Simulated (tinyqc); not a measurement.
Resonant-tunnelling diode, transfer matrices and Tsu-Esaki current: one step of the calculation.

Emitter (band edge 0), barrier d1, well Lw, barrier d2, collector (edge -V). The bias drops linearly over these layers and none in the contacts; each layer is cut into ns equal slices, flat at the value of their centres. E is the energy of motion across the layers, C = hbar^2/(2 m0), psi and psi'/m are continuous. Transport is coherent, T(E) is taken as independent of the transverse momentum, and charge in the well is ignored.

Problem. Breit-Wigner parameters from a parabola through 1/T(E). Near a resonance 1/T(E) = (1/Tp) [1 + (2 (E - Er)/G)^2]. With y = 1/T(E) at E0 - h, E0, E0 + h: a = (y1 + y3 - 2 y2)/(2 h^2), b = (y3 - y1)/(2 h), Er = E0 - b/(2 a), 1/Tp = y2 - b^2/(4 a), G = 2 sqrt(1/(Tp a)), tau = hbar/G.

Constants: q = 1.602176634e-19 C, hbar = 1.054571817e-34 J s. Results are converted to the units shown.

three energies (eV): 0.023635  0.024435  0.025235
T(E) at these energies: 0.68461991  0.91613761  0.48447330

Give: Er; Tp; G; tau.

Solution.

Er = 0.024255 eV
Tp = 0.94552
G = 2.0090 meV
tau = 327.64 fs

The true maximum of T(E) lies at 0.024238 eV with height 0.9526 and full width 1.968 meV; the fitted G is 2.1 % above that width.

Numbers from tinyqc (`OMP_NUM_THREADS=1 python tinyqc.py 2600001 2600002 out.jsonl`; about 0.03 s on one thread of a shared Intel Xeon 2.30GHz).
